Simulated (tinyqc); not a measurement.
Wafer bonding and layer transfer: bond energy, gap closing, particles, bonding of dissimilar wafers and hydrogen blisters: one step, computed by the program tinyqc.

gamma is the energy per area of each of the two surfaces; plates are isotropic.

Problem. Void around a particle. E' = E1/(1 - nu^2), equal wafers assumed. Void radius in the plate regime: R_v = [(2/3) E' t1^3/gamma]^(1/4) h^(1/2). Below h_crit = 5 sqrt(t1 gamma/E') the wafers deform locally and R_v is of the order of h (taken as h).

Inputs (values chosen for the exercise, for model wafers):

| quantity | value | unit |
|---|---|---|
| Young's modulus E1 | 138 | GPa |
| Poisson ratio nu | 0.28 | - |
| thickness t1 | 625 | micrometre |
| particle radius h | 2.3 | micrometre |

bond energy gamma = 0.1205391 J/m^2

Give: critical particle radius; void radius.

Solution.

critical particle radius = 0.11215 micrometre

void radius = 5718.8 micrometre

The void is 2500 times the particle.
